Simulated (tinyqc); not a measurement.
# Inputs raised by 2 %, one at a time

Model: carrier lifetime from Shockley-Read-Hall, radiative, Auger and surface recombination. Computed by tinyqc, a small Python program. Command: `OMP_NUM_THREADS=1 python tinyqc.py 3002545 3002546 out.jsonl lifetime sens`. One thread of a shared host (Intel(R) Xeon(R) Processor @ 2.30GHz), about 0.01 s of CPU time with the checks.

Energies are counted from the top of the valence band. Boltzmann statistics, full ionisation, and equal excess densities of electrons and holes.

Inputs (values chosen for the exercise, for a model semiconductor):
```
quantity                          value        unit
gap E_g                            1.36          eV
electron mass m_e                0.0613         m_0
valleys M_c                           1           -
hole mass m_h                     0.596         m_0
temperature T                       300           K
doping N                        1.2e+18       cm^-3
trap level E_t                     0.57          eV
trap density N_t                  3e+14       cm^-3
electron cross-section sigma_n    4e-16        cm^2
hole cross-section sigma_p      2.7e-14        cm^2
radiative coefficient B         1.8e-10      cm^3/s
Auger coefficient C_n           3.2e-30      cm^6/s
Auger coefficient C_p           1.5e-30      cm^6/s
excess density dn               2.6e+12       cm^-3
generation rate G               1.9e+21  cm^-3 s^-1
diffusion coefficient D             6.7      cm^2/s
```

Doping: p-type. Surface term: none.

Constants: m_0 = 9.1093837015e-31 kg; k_B = 1.380649e-23 J/K; h = 6.62607015e-34 J s; k_B = 8.617333262e-05 eV/K.

Method:
- N_c = 2 M_c (2 pi m_e k_B T/h^2)^(3/2) and N_v = 2 (2 pi m_h k_B T/h^2)^(3/2), masses in units of m_0.
- n_i = sqrt(N_c N_v) exp(-E_g/2 k_B T); majority density N/2 + sqrt(N^2/4 + n_i^2), minority density n_i^2 over it.
- v = sqrt(3 k_B T/m) with m_e or m_h; tau_n0 = 1/(sigma_n v_n N_t), tau_p0 = 1/(sigma_p v_p N_t); n1 = N_c exp(-(E_g - E_t)/k_B T), p1 = N_v exp(-E_t/k_B T).
- With n = n_0 + dn, p = p_0 + dn and U/dn = 1/tau: (n p - n_i^2)/dn = n_0 + p_0 + dn = s; 1/tau_SRH = s/[tau_p0 (n + n1) + tau_n0 (p + p1)]; 1/tau_rad = B s; 1/tau_Aug = (C_n n + C_p p) s; the rates add.
- Radiative efficiency = tau_eff/tau_rad; effective diffusion length = sqrt(D tau_eff).
- dn solves dn/tau_eff(dn) = G (60 bisections in ln dn between 1e-2 and 1e22 cm^-3); the splitting of the quasi-Fermi levels is k_B T ln(n p/n_i^2).

Runs; columns: (1) input moved; (2) from; (3) to; (4) effective lifetime at dn (s); (5) tau_SRH at dn (s); (6) quasi-Fermi splitting under G (eV); (7) steady excess density (cm^-3):
```
(1)                                    (2)        (3)         (4)         (5)     (6)         (7)
base run                                 -          -  4.4679e-09  1.7666e-07  1.0246  8.4889e+12
doping N (cm^-3)                   1.2e+18  1.224e+18  4.3816e-09  1.7666e-07  1.0246  8.3250e+12
hole cross-section sigma_p (cm^2)  2.7e-14  2.754e-14  4.4679e-09  1.7666e-07  1.0246  8.4889e+12
radiative coefficient B (cm^3/s)   1.8e-10  1.836e-10  4.3833e-09  1.7666e-07  1.0241  8.3281e+12
Auger coefficient C_n (cm^6/s)     3.2e-30  3.264e-30  4.4679e-09  1.7666e-07  1.0246  8.4889e+12
Auger coefficient C_p (cm^6/s)     1.5e-30   1.53e-30  4.4670e-09  1.7666e-07  1.0246  8.4872e+12
excess density dn (cm^-3)          2.6e+12  2.652e+12  4.4679e-09  1.7666e-07  1.0246  8.4889e+12
temperature T (K)                      300        306  4.4667e-09  1.7492e-07  1.0163  8.4867e+12
```

Exponents ln(y'/y) / ln(x'/x):
```
input                       effective lifetime at dn  tau_SRH at dn  quasi-Fermi splitting under G  steady excess density
doping N                                      -0.985            0.0                          0.000                 -0.985
hole cross-section sigma_p                     0.000            0.0                          0.000                  0.000
radiative coefficient B                       -0.965            0.0                         -0.024                 -0.965
Auger coefficient C_n                          0.000            0.0                          0.000                  0.000
Auger coefficient C_p                         -0.010            0.0                          0.000                 -0.010
excess density dn                              0.000            0.0                          0.000                  0.000
temperature T                                 -0.013           -0.5                         -0.410                 -0.013
```

Among the inputs moved here: effective lifetime at dn answers most in size to doping N (exponent -0.985), next to radiative coefficient B (-0.965); its exponent is below 0.0005 for hole cross-section sigma_p, Auger coefficient C_n, excess density dn. Its exponent -0.985 in doping N: the exponent of radiative recombination at low injection, tau = 1/(B N), and of SRH recombination limited by re-emission. tau_SRH at dn answers most in size to temperature T (exponent -0.500); its exponent is below 0.0005 for doping N, hole cross-section sigma_p, radiative coefficient B, Auger coefficient C_n, Auger coefficient C_p, excess density dn. quasi-Fermi splitting under G answers most in size to temperature T (exponent -0.410), next to radiative coefficient B (-0.024); its exponent is below 0.0005 for doping N, hole cross-section sigma_p, Auger coefficient C_n, Auger coefficient C_p, excess density dn. Steady excess density answers most in size to doping N (exponent -0.985), next to radiative coefficient B (-0.965); its exponent is below 0.0005 for hole cross-section sigma_p, Auger coefficient C_n, excess density dn.

Extremes, crossings and ranges named in words are read from the listed rows.
